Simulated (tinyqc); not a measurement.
Transmission spectrum against simple models: phonon transmission through an interface between two chains by Green functions. Computed by tinyqc, a small Python program. Command: `OMP_NUM_THREADS=1 python tinyqc.py 3001729 3001730 out.jsonl agf walk`. One thread of a shared host (Intel(R) Xeon(R) Processor @ 2.30GHz), about 0.01 s of CPU time with the checks.

Two semi-infinite chains (masses m_1, m_2; springs k_1, k_2), motion along the chain. The central region holds the end atom of each chain and two interlayer atoms of mass m_b, joined by springs k_b. lambda = omega^2 in eV/(angstrom^2 u); nu = 15.6333042 THz x sqrt(lambda).

Inputs (values chosen for the exercise, for two model chains):

| quantity | value | unit |
|---|---|---|
| mass m_1 | 30.4 | u |
| spring k_1 | 12.8 | eV/angstrom^2 |
| mass m_2 | 36.5 | u |
| spring k_2 | 11.9 | eV/angstrom^2 |
| junction spring k_b | 1.7 | eV/angstrom^2 |
| interlayer mass m_b | 72.3 | u |
| probe frequency / lower band top | 0.61 | - |

Atoms in the interlayer: two.

Constants: nu for 1 eV/(angstrom^2 u) = 15.6333042 THz.

Method:
- nu_max = 15.6333042 THz x 2 sqrt(k/m); impedance Z = sqrt(k m); long-wave transmission 4 Z_1 Z_2/(Z_1 + Z_2)^2; the probe frequency is the given share of the lower band top.
- In chain i, sin(q_i a/2) = nu/nu_max,i. An outgoing wave makes the next atom move as exp(i q_i a) times the end atom, so the lead adds the self-energy Sigma_i = -k_i exp(i q_i a) to the force-constant matrix; Gamma_i = -2 Im Sigma_i = 2 k_i sin(q_i a).
- A = lambda M - K - Sigma over the central atoms, with K_ii the sum of the springs at i, K_(i,i+1) = -k_b; G = inverse of A; transmission = Gamma_1 Gamma_2 |G_(first,last)|^2.
- Long-wave value 4 Z_1 Z_2/(Z_1 + Z_2)^2. Continuum estimate, with omega = sqrt(lambda): a slab of impedance Z_b = sqrt(k_b m_b) and phase p = omega x (number of interlayer atoms) x sqrt(m_b/k_b), tau = 4 Z_1 Z_2/[(Z_1 + Z_2)^2 cos^2 p + (Z_b + Z_1 Z_2/Z_b)^2 sin^2 p].

band top of chain 1 = 20.2885 THz

band top of chain 2 = 17.8529 THz

long-wave transmission = 0.999245

Z_1 = 19.7261 sqrt(eV u)/angstrom

Z_2 = 20.8411 sqrt(eV u)/angstrom

Transmission:

| nu/nu_top | nu (THz) | Green function | long-wave value | continuum estimate |
|---|---|---|---|---|
| 0.05 | 0.893 | 0.72080 | 0.99924 | 0.84091 |
| 0.15 | 2.678 | 0.79209 | 0.99924 | 0.79656 |
| 0.25 | 4.463 | 0.17759 | 0.99924 | 0.88910 |
| 0.35 | 6.249 | 0.00040 | 0.99924 | 0.75964 |
| 0.45 | 8.034 | 0.00002 | 0.99924 | 0.93564 |
| 0.55 | 9.819 | 0.00000 | 0.99924 | 0.73216 |
| 0.65 | 11.604 | 0.00000 | 0.99924 | 0.97351 |
| 0.75 | 13.390 | 0.00000 | 0.99924 | 0.71508 |
| 0.85 | 15.175 | 0.00000 | 0.99924 | 0.99564 |
| 0.92 | 16.425 | 0.00000 | 0.99924 | 0.74716 |
| 0.98 | 17.496 | 0.00000 | 0.99924 | 0.75175 |

What follows from these numbers?

The transmission starts at the impedance value 0.999 and vanishes at the lower band top, 17.85 THz, above which chain 2 has no states. It first falls below half of that value at nu/nu_top = 0.25. The continuum estimate misses by more than 0.05 from the first row on.
